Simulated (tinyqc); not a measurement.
Inside a calculation: nanosheet or nanowire with hard walls, valleys of the Si type. Values are carried at full precision from step to step, so a last printed digit may differ when a step is redone from the rounded ones.

Six ellipsoidal valleys along the cube axes: inverse mass tensor w = 1/mt + (1/ml - 1/mt) a a^T with a the unit axis. Device axes: x along the channel, z = [001], y = z x x.

Constants: hbar^2/2m0 = 3.80998211 eV angstrom^2; hbar = 6.58211957e-16 eV s; e^2/h = 3.874045865e-05 S; kB = 8.617333262e-05 eV/K.

Parameters, chosen for this exercise (near those of Si; the results hold for these values, not for the real material):
- ml = 0.908 m0 (longitudinal mass)
- mt = 0.19 m0 (transverse mass)
- channel = 100 (transport direction x on a (001) wafer)
- W = 35 angstrom (width, along y)
- H = 56 angstrom (height, along z = [001])
- dE = 0.152 eV (EF above the lowest subband edge)
- T = 300 K (temperature)
- g_all = 6 (number of valleys)

## Valley masses for a [100] channel

Rotate w into the device axes and group equal valleys (|w_yz| counts); order by w_zz, then w_yy. 1/m_x = w_xx - w_xc w_c^-1 w_cx with c the block (y, z).

Valleys:
```
group  valleys g    w_yy    w_zz  |w_yz|  m_x (m0)
A              2  5.2632  1.1013  0.0000    0.1900
B              2  1.1013  5.2632  0.0000    0.1900
C              2  5.2632  5.2632  0.0000    0.9080
```

The lightest transport mass, 0.190 m0, belongs to groups A and B.

## One-dimensional subbands

Hard walls around a W x H rectangle. The block w_c of w in (y, z) confines; the transport mass follows from 1/m_x = w_xx - w_xc w_c^-1 w_cx. The cross-section problem c (w_yy ky^2 + 2 w_yz ky kz + w_zz kz^2), c = hbar^2/2m0, is solved in products sin(n pi y/W) sin(l pi z/H), n, l = 1 to 12; if w_yz = 0 the levels are c pi^2 (w_yy n^2/W^2 + w_zz l^2/H^2). The w_yz term couples (n, l) to (n', l') by -2 c w_yz D_nn'(W) D_ll'(H) with D_nm(L) = 4 n m/(L (n^2 - m^2)) for n + m odd and 0 otherwise.

The ten lowest levels of all groups together, numbered within each group.

Subbands:
```
label  valleys g  m_x (m0)  E (eV)
B1             2    0.1900  0.0969
A1             2    0.1900  0.1748
B2             2    0.1900  0.1983
A2             2    0.1900  0.2144
C1             2    0.9080  0.2247
A3             2    0.1900  0.2804
B3             2    0.1900  0.2862
B4             2    0.1900  0.3674
A4             2    0.1900  0.3729
B5             2    0.1900  0.3877
```

The lowest subband is B1; the number of further ones in the list within kB T = 25.9 meV of it at 300 K is 0.

## Modes, density and velocity at zero temperature

With EF = E_lowest + dE, each subband below EF has k_F = sqrt(m_x (EF - E)/c), carries n = 2 g k_F/pi electrons per length (spin included), moves at v = 2 c k_F/(hbar m_x) and adds 2 g e^2/h to the ballistic conductance; c = hbar^2/2m0, 1 angstrom/s = 1e-8 cm/s.

Occupied subbands:
```
label  k_F (1/angstrom)  n (1/nm)  v (1e7 cm/s)
B1               0.0871     1.109          5.30
A1               0.0608     0.774          3.71
B2               0.0502     0.639          3.06
A2               0.0415     0.528          2.53
C1               0.0760     0.968          0.97
```

total n = 4.018 1/nm
ballistic conductance = 774.8 microsiemens

EF lies below the last listed level, so the count is complete for these valleys (other families, and non-parabolicity above about 0.2 eV, are left out): 5 subbands with 10 valley modes. The Fermi velocity, averaged with the densities as weights, is 3.23 x 1e7 cm/s; the mean over all filled states moving one way is half of it.

## Threshold shift from confinement

Without degeneracy the line density is N1 exp((EF - Ec)/kB T) with N1 = sum 2 g sqrt(m_x kB T/(4 pi c)) exp(-E/kB T), here over n, l up to 80 where w_yz = 0 and over all levels of a 12 x 12 sine basis otherwise; the classical value is W H Nc with Nc = 2 g_all (m_dos kB T/(4 pi c))^(3/2), m_dos = (ml mt^2)^(1/3); dVt = kB T ln(W H Nc/N1).

Form N1, W H Nc and dVt.

N1 = 0.01046 1/nm
W H Nc = 0.5343 1/nm
dVt = 101.7 mV

## Checks

- Lowest level of group A on a 40 x 40 difference grid against the sine basis, eV: both 0.175.

(tinyqc, `OMP_NUM_THREADS=1 python tinyqc.py 1281617 1281618 out.jsonl`, Intel(R) Xeon(R) Processor @ 2.30GHz, 1 thread, shared host, about 0.02 s.)
